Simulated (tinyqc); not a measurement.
Global model of a low-pressure process discharge: electron temperature, density, ion flux and ion energy: one step, computed by the program tinyqc. Command: `OMP_NUM_THREADS=1 python tinyqc.py 3113634 3113635 out.jsonl plasma walk`. One thread of a shared host (Intel(R) Xeon(R) Processor @ 2.30GHz), about 0.01 s of CPU time with the checks.

Maxwellian electrons with temperature T_e in eV, one positive ion, no negative ions, uniform bulk density n; rate constants have the Arrhenius form.

Problem. Energy per pair and density. E_c = E_iz + (X0 exp(-E_ex/T_e) E_ex + K_el (3 m_0/M) T_e)/K_iz; wall potential V_s = (T_e/2) ln(M/(2 pi m_0)); E_T = E_c + 2 T_e + T_e/2 + V_s; n = P/(e u_B A_eff E_T); ion current density J = e h_L n u_B; ionised share n/n_g.

Inputs (values chosen for the exercise, of the order of those of an inductive discharge in a simple atomic gas):
```
quantity,value,unit
ion mass M,32,u
ionisation energy E_iz,15.5,eV
excitation prefactor X0,3.7e-14,m^3/s
excitation energy E_ex,11.7,eV
elastic rate constant K_el,1.9e-13,m^3/s
gas temperature T_g,400,K
absorbed power P,500,W
```

T_e = 2.036843 eV

K_iz = 2.378707e-17 m^3/s

Bohm velocity u_B = 2478.189 m/s

A_eff = 561.3231 cm^2

h_L = 0.1684136

gas density n_g = 6.518673e+20 1/m^3

Constants: m_0 = 9.1093837015e-31 kg; u = 1.6605390666e-27 kg; e = 1.602176634e-19 C.

Give: collisional loss per pair E_c; wall potential V_s; E_T; plasma density n; ion current density J; ionised share.

Solution.

collisional loss per pair E_c = 74.60 eV

wall potential V_s = 9.304 V

E_T = 88.99 eV

plasma density n = 2.521e+11 1/cm^3

ion current density J = 1.686 mA/cm^2

ionised share = 3.867e-04

Collisions take 84 % of the power and the walls the rest. T_e came from the particle balance alone; the power sets only n.
